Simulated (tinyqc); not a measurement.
## Tunnel rates from the two plateau currents

Question. With only the 0-1 transition of a spin-degenerate level in the bias window, I = 2 q G_in G_out/(2 G_in + G_out). Find GL and GR.

Constants: q = 1.602176634e-19 C. Results are converted to the units shown.

sizes of the plateau currents for electrons entering from the left and from the right (pA): 68.846006  44.716698

Answer. q/I(left) = 1/GR + 1/(2 GL) and q/I(right) = 1/GL + 1/(2 GR) are linear in 1/GL and 1/GR.

GL = 0.310 1/ns
GR = 1.40 1/ns

Computed by the program tinyqc: `OMP_NUM_THREADS=1 python tinyqc.py 2780004 2780005 out.jsonl`, one thread of a shared Intel Xeon 2.30GHz, about 0.01 s for the whole run.
